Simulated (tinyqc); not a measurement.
From results back to parameters: interface roughness in a thin film (subband fluctuation and scattering). Three cases, with inputs chosen for the exercise.

Problem. The screened mobility was computed from a hidden rms height D.

Gaussian roughness spectrum S(q) = pi D^2 Lc^2 exp(-q^2 Lc^2/4). Degenerate gas, taken to fill one subband (the second starts to fill once c kF^2/md exceeds E2 - E1, which is not tested here): kF = sqrt(2 pi Ns/gv), q = 2 kF sin(theta/2), 1/tau = (md/(2 pi c hbar)) G^2 times the integral from 0 to pi of S(q)(1 - cos theta)/eps(q)^2 dtheta, eps(q) = 1 + qs/q with screening (qs = gv md q0/(c eps), q0 = e^2/(4 pi eps0), form factors left out, which overstates the screening; other scattering is left out too, so these values lie far above measured mobilities in all but the thinnest films) or 1 without; mobility = tau c2/md with c2 = e/m0 = 1.75882e15 cm^2/(V s^2); 1e12/cm^2 = 1e-4/angstrom^2.

Constants: hbar^2/2m0 = 3.80998211 eV angstrom^2; hbar = 6.58211957e-16 eV s; e^2/(4 pi eps0) = 14.39964547 eV angstrom.

Case 1.

Values chosen (near those of a thin Si channel on (100), two-fold valleys; the results hold for these values, not for the real material):
- md = 0.185 m0 (mass in the plane)
- gv = 2 (valleys)
- Lc = 16 angstrom (correlation length)
- Ns = 1.3 x 1e12/cm^2 (sheet density)
- eps = 7.9 (mean dielectric constant at the channel)

G = |dE1/dt| = 4.7494 meV/angstrom
mobility = 73437.5 cm^2/(V s)

Case 2.

Values chosen (near those of a thin InGaAs channel; the results hold for these values, not for the real material):
- md = 0.046 m0 (mass in the plane)
- gv = 1 (valleys)
- Lc = 38 angstrom (correlation length)
- Ns = 0.56 x 1e12/cm^2 (sheet density)
- eps = 10.5 (mean dielectric constant at the channel)

G = |dE1/dt| = 5.4108 meV/angstrom
mobility = 16176.4 cm^2/(V s)

Case 3.

Values chosen (near those of a thin GaN channel; the results hold for these values, not for the real material):
- md = 0.198 m0 (mass in the plane)
- gv = 1 (valleys)
- Lc = 32 angstrom (correlation length)
- Ns = 2.7 x 1e12/cm^2 (sheet density)
- eps = 9.5 (mean dielectric constant at the channel)

G = |dE1/dt| = 9.6440 meV/angstrom
mobility = 2658.95 cm^2/(V s)

Find: mobility for D = 1 angstrom; D.

Solution. The mobility goes as 1/D^2, so D is the square root of the ratio. One value fixes only D^2 times a function of Lc; a second density is needed to part the two.

Case 1.

mobility for D = 1 angstrom = 5.758e+05 cm^2/(V s)
D = 2.80 angstrom

Case 2.

mobility for D = 1 angstrom = 1.094e+05 cm^2/(V s)
D = 2.60 angstrom

Case 3.

mobility for D = 1 angstrom = 1.287e+04 cm^2/(V s)
D = 2.20 angstrom

Computed by tinyqc, one run a case: `OMP_NUM_THREADS=1 python tinyqc.py N N+1 out.jsonl` with N = 1281231, 1281271, 1281301; one thread of a shared Intel(R) Xeon(R) Processor @ 2.30GHz, about 0.02 s a run at most.
